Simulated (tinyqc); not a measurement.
# Worked calculation: ballistic conductance of a hard-wall wire of circular section by counting modes

Program tinyqc, `OMP_NUM_THREADS=1 python tinyqc.py 2740031 2740032 out.jsonl`; Intel Xeon 2.30GHz, shared host, one thread, about 0.04 s. Printed values are rounded.

Subband edges E_(l,s) = C (j_(l,s)/a)^2/m with j_(l,s) the s-th zero of the Bessel function J_l; levels with l > 0 count twice; C = hbar^2/(2 m0). Every mode transmits fully; spin gives the factor 2 in 2 q^2/h, valleys the factor gv.

Inputs (values chosen for the exercise): temperature T = 300 K; mass m = 0.19 m0; valleys gv = 1; Fermi energy above the bulk band edge Ef = 0.31 eV; radius a = 4.2 nm; highest subband edge listed Et = 0.413 eV.

Constants: q = 1.602176634e-19 C, kB = 1.380649e-23 J/K, hbar = 1.054571817e-34 J s, h = 6.62607015e-34 J s, m0 = 9.1093837015e-31 kg, Vt = kB T/q, hbar^2/(2 m0) = 0.0380998212 eV nm^2. Results are converted to the units shown.

## Subband edges and their occupation

List the edges below Et; each adds its degeneracy times f = 1/(1 + exp((E_n - Ef)/Vt)) to the thermal mode count.

```
mode  edge (eV)  degeneracy         f
0,1    0.065741           1  0.999921
1,1    0.166900           2  0.996071
2,1    0.299817           2  0.597216
0,2    0.346387           1  0.196629
```

## Conductance and ballistic resistance

G = (2 q^2/h) gv M; at zero temperature M counts the edges below Ef, at T it is the sum of degeneracy times f. The smooth (Sharvin) count is kF^2 A/(4 pi), kF = sqrt(m Ef/C), A = pi a^2, perimeter p = 2 pi a, and with the boundary term kF^2 A/(4 pi) - kF p/(4 pi). The sum runs over the edges listed.

M at zero temperature = 5
M at T = 4.38312
G = 339.608 uS
resistance 1/G = 2.94457 kohm
smooth count = 6.81759

The smooth count is 56 % above M at T. With the boundary term it is 4.21.
